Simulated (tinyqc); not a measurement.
Inside a calculation. Model: pressure-driven transition between two phases with analytic equations of state. Computed by tinyqc, a small Python program that keeps every step. Command: `OMP_NUM_THREADS=1 python tinyqc.py 3030748 3030749 out.jsonl transition walk`. One thread of a shared host (Intel(R) Xeon(R) Processor @ 2.30GHz), about 0.02 s of CPU time with the checks. Intermediate numbers are printed to about 6 digits and carried at full precision; extremes and crossings named in words are read from the listed rows.

Each phase obeys E = E0 + (B0 V/B') [(V0/V)^B'/(B' - 1) + 1] - B0 V0/(B' - 1), P = (B0/B') [(V0/V)^B' - 1]; E0 = 0 for phase 1 and Delta E0 for phase 2. H = E + P V.

Inputs (values chosen for the exercise, for two model phases):
```
quantity                                   value             unit
volume V0 of phase 1                          24  angstrom^3/atom
B0 of phase 1                               48.7              GPa
B' of phase 1                               4.15                -
volume V0 of phase 2                        19.7  angstrom^3/atom
B0 of phase 2                               56.5              GPa
B' of phase 2                               3.72                -
energy of phase 2 above phase 1, Delta E0   0.12          eV/atom
entropy of phase 2 less phase 1, Delta S    0.56         k_B/atom
temperature T                                300                K
```

Equation of state: Murnaghan.

Constants: 1 eV/angstrom^3 = 160.2176634 GPa; k_B = 8.617333262e-05 eV/K.

## First estimate from rigid phases

If neither phase were compressed, P = Delta E0/(V0 of phase 1 - V0 of phase 2).

rigid estimate = 4.47119 GPa

## One Newton step

At the estimate, solve P(V) = P for each phase, form H, and step P(new) = P - (H_2 - H_1)/(V_2 - V_1), since dH/dP = V.

V_1 = 22.2039 angstrom^3

H_1 = 0.643035 eV

V_2 = 18.3798 angstrom^3

H_2 = 0.650342 eV

next pressure = 4.77737 GPa

## Transition pressure at zero temperature

Start from P = Delta E0/(V0 of phase 1 - V0 of phase 2); at each P solve P(V) = P for both phases and step P(new) = P - (H_2 - H_1)/(V_2 - V_1); stop when |H_2 - H_1| < 1e-10 eV. At the zero-temperature transition the volume change is V_2/V_1 - 1 and the work is P (V_1 - V_2).

Iterations:
```
step  P (GPa)  V_1 (angstrom^3)  V_2 (angstrom^3)  H_2 - H_1 (meV)
0     4.47119           22.2039           18.3798      7.30777e+00
1     4.77737           22.1039           18.3036      2.27926e-02
2     4.77833           22.1036           18.3034      2.19342e-07
3     4.77833           22.1036           18.3034                0
```

transition pressure = 4.77833 GPa

V_1 at the transition = 22.1036 angstrom^3

V_2 at the transition = 18.3034 angstrom^3

volume change = -17.1928 %

work P (V_1 - V_2) = 0.113338 eV/atom

The rigid estimate is low by 6.4 %: phase 1 shrinks faster than phase 2, so the volume gain narrows under pressure.

## Enthalpies against pressure

For each P solve P(V) = P in both phases.

Both phases:
```
P (GPa)  V_1 (angstrom^3)  V_2 (angstrom^3)  H_2 - H_1 (meV/atom)   stable
0.0               24.0000           19.7000               120.000  phase 1
1.2               23.4435           19.3014                88.403  phase 1
2.4               22.9476           18.9382                57.890  phase 1
3.6               22.5015           18.6051                28.294  phase 1
4.4               22.2274           18.3978                 9.008  phase 1
5.2               21.9697           18.2009                -9.960  phase 2
6.2               21.6681           17.9681               -33.265  phase 2
7.6               21.2792           17.6644               -65.215  phase 2
```

H_2 - H_1 changes with slope V_2 - V_1, from -4.300 to -3.615 angstrom^3 per atom over the table, and passes zero at 4.78 GPa. An error of 10 meV per atom in Delta E0 moves the transition by about 0.42 GPa.

## Shift with temperature

At T the condition is H_2 - H_1 - T Delta S = 0, with Delta S constant and thermal expansion left out; the Clausius-Clapeyron slope is dP/dT = Delta S/(V_2 - V_1) at the zero-temperature point.

Clapeyron slope = -2.03451 MPa/K

transition pressure at T = 4.17175 GPa

linear estimate at T = 4.16798 GPa

The dense phase has the higher entropy, so heating lowers the transition pressure. Caution: a constant Delta S holds only at high temperature; it vanishes as T goes to 0, so the shift counted from T = 0 is somewhat too large.

Checks made by the program: slope of the common tangent, -(E_2 - E_1)/(V_2 - V_1) (relative difference below 1e-10).
